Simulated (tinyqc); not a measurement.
Inside a calculation. Method: Pariser-Parr-Pople SCF with singles CI, for the molecule c1ccc2[nH]ccc2c1 (SMILES; centres numbered as the heavy atoms are written). One step of it, computed by the program tinyqc.

Question. Iteration 1: Fock matrix. F_rr = H_rr + P_rr gamma_rr / 2 + sum_(s != r) P_ss gamma_rs; F_rs = H_rs - P_rs gamma_rs / 2; E = tr P (H + F) / 2 + core repulsion sum_(r<s) z_r z_s gamma_rs.

P at the start, lower triangle:
```
           1C         2C         3C         4C         5N         6C         7C        8C
1C   0.523072
2C   0.514001   0.644442
3C   0.401294   0.672805   0.939376
4C  -0.246419  -0.078725   0.460523   1.732787
5N   0.065647  -0.015130  -0.119915   0.074980   1.955953
6C  -0.090360   0.118168   0.226668  -0.147279   0.184534   1.023508
7C  -0.105524   0.007921   0.071072  -0.087753  -0.123114   0.887387   0.948015
8C   0.099747  -0.161050  -0.300286   0.275084  -0.045456  -0.064794   0.394911  1.515739
9C   0.503016   0.332152   0.097773  -0.270808   0.101677  -0.280255  -0.121574  0.608329

          9C
9C  0.717108
```

core matrix H (eV), lower triangle:
```
            1C          2C          3C          4C          5N          6C          7C          8C
1C  -43.904731
2C   -2.470000  -44.155711
3C    0.000000   -2.470000  -47.000718
4C    0.000000    0.000000   -2.470000  -53.048595
5N    0.000000    0.000000    0.000000   -2.320000  -59.063020
6C    0.000000    0.000000    0.000000    0.000000   -2.320000  -47.136379
7C    0.000000    0.000000    0.000000    0.000000    0.000000   -2.470000  -46.784730
8C    0.000000    0.000000    0.000000   -2.470000    0.000000    0.000000   -2.470000  -51.239597
9C   -2.470000    0.000000    0.000000    0.000000    0.000000    0.000000    0.000000   -2.470000

            9C
9C  -45.998724
```

repulsion gamma_rs (eV), lower triangle:
```
           1C         2C         3C         4C         5N         6C         7C         8C
1C  11.130000
2C   5.345539  11.130000
3C   3.871994   5.344569  11.130000
4C   3.517359   3.872154   5.346287  11.130000
5N   2.763090   2.991827   4.012053   5.921551  16.800000
6C   2.429924   2.429924   2.915316   4.046371   5.923586  11.130000
7C   2.837012   2.630518   2.948476   4.045268   4.367335   5.345983  11.130000
8C   3.872154   3.517359   3.872515   5.345539   4.367523   4.046371   5.344325  11.130000
9C   5.344569   3.871994   3.517455   3.872515   3.116055   2.915316   3.738477   5.346287

           9C
9C  11.130000
```

Centres (angstrom, eV; a flat drawing with bonds scaled to 1.40 angstrom):
```
centre          x          y  core charge z          W   gamma_rr
1C       2.152000  -0.700000              1  11.160000  11.130000
2C       2.152000   0.700000              1  11.160000  11.130000
3C       0.939000   1.400000              1  11.160000  11.130000
4C      -0.273000   0.700000              1  11.160000  11.130000
5N      -1.605000   1.133000              2  25.600000  16.800000
6C      -2.427000   0.000000              1  11.160000  11.130000
7C      -1.605000  -1.133000              1  11.160000  11.130000
8C      -0.273000  -0.700000              1  11.160000  11.130000
9C       0.939000  -1.400000              1  11.160000  11.130000
```

Give: F; pi energy.

Answer.

F (eV), lower triangle:
```
         1C       2C       3C       4C       5N       6C       7C       8C
1C  -7.5340
2C  -3.8438  -7.1024
3C  -0.7769  -4.2679  -5.0210
4C   0.4334   0.1524  -3.7010  -3.6101
5N  -0.0907   0.0226   0.2406  -2.5420  -6.1723
6C   0.1098  -0.1436  -0.3304   0.2980  -2.8666  -3.9753
7C   0.1497  -0.0104  -0.1048   0.1775   0.2688  -4.8420  -3.7551
8C  -0.1931   0.2832   0.5814  -3.2052   0.0993   0.1311  -3.5253  -4.0274
9C  -3.8142  -0.6430  -0.1720   0.5244  -0.1584   0.4085   0.2273  -4.0962

         9C
9C  -5.9763
```

pi energy = -130.4485 eV
